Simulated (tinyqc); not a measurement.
Double-gate transistor below threshold, two-dimensional Poisson equation on a small mesh: two steps of the calculation.

Half of a symmetric double-gate structure: row 0 is the mid-plane of the body, where the normal field vanishes. Mobile charge is neglected (subthreshold), the body is fully depleted, and potentials are counted from the intrinsic level; rows run upward to the gate, columns from source to drain.

Parameters, values chosen for the exercise; semiconductor permittivity close to that of germanium: relative permittivity of the semiconductor eps_r = 15.7; relative permittivity of the insulator eox = 7.5; half the body thickness tb = 8 nm; insulator thickness tox = 1.7 nm; channel length L = 30 nm; acceptor density of the depleted body Na = 0 cm^-3.

Constants: q = 1.602176634e-19 C, eps0 = 8.8541878128e-14 F/cm where lengths are in cm. Results are converted to the units shown.

Question 1. Coefficients of the five-point equations. Mesh: rows i = 0..3 in the semiconductor (step hs = tb/3, row 3 on the interface), then 1 step(s) ho = tox/1 up to the gate row 4; columns j = 0..6 (step hy = L/6). Box integration, divided by eps0: up_i = eps hy/h of the interval above row i, dn_i = that of the interval below (0 for row 0), lat_i = (sum of eps h/2 over the intervals above and below)/hy, s_i = -q Na w_i hy/eps0 with w_i the semiconductor height of the box (hs/2 for row 0 and the interface row, hs between, 0 in the insulator). Each free node obeys (up + dn + 2 lat) psi = up psi(above) + dn psi(below) + lat [psi(left) + psi(right)] + s.

Give: up; dn; lat; s.

Answer 1.

```
row     up     dn    lat  s (V)
0    29.44      0  4.187      0
1    29.44  29.44  8.373      0
2    29.44  29.44  8.373      0
3    22.06  29.44  5.462      0
```

Question 2. Over-relaxation sweep (omega = 1.2). Free nodes: rows 0..3, columns 1..5, taken row by row from row 0, left to right. t = (up psi(above) + dn psi(below) + lat [psi(left) + psi(right)] + s)/(up + dn + 2 lat), with the newest neighbours; psi(new) = psi + 1.2 (t - psi).

psi after iteration 1 (V):
```
              j=0         j=1         j=2         j=3         j=4         j=5         j=6
row 0   0.5600000   0.0744083   0.0098868   0.0013137   0.0001746   0.1674419   1.2600000
row 1   0.5600000   0.1091665   0.0191236   0.0031546   0.0005007   0.2457020   1.2600000
row 2   0.5600000   0.1254030   0.0255957   0.0048746   0.0008816   0.2823101   1.2600000
row 3   0.5600000   0.1085647   0.0046808  -0.0179536  -0.0225899   0.2684901   1.2600000
row 4  -0.0500000  -0.0500000  -0.0500000  -0.0500000  -0.0500000  -0.0500000  -0.0500000
```

```
row         up         dn        lat  s (V)
0    29.437500          0  4.1866667      0
1    29.437500  29.437500  8.3733333      0
2    29.437500  29.437500  8.3733333      0
3    22.058824  29.437500  5.4616667      0
```

Give: psi after iteration 2.

Answer 2.

psi after iteration 2 (V):
```
           j=0      j=1      j=2      j=3      j=4      j=5      j=6
row 0   0.5600   0.1628   0.0377   0.0077   0.0237   0.3666   1.2600
row 1   0.5600   0.1898   0.0514   0.0121   0.0456   0.4275   1.2600
row 2   0.5600   0.1921   0.0472   0.0027   0.0485   0.4425   1.2600
row 3   0.5600   0.1251   0.0158  -0.0168   0.0372   0.3117   1.2600
row 4  -0.0500  -0.0500  -0.0500  -0.0500  -0.0500  -0.0500  -0.0500
```

tinyqc, about 0.1 s, one thread, Intel Xeon 2.30GHz (shared host): `OMP_NUM_THREADS=1 python tinyqc.py 2480052 2480053 out.jsonl`
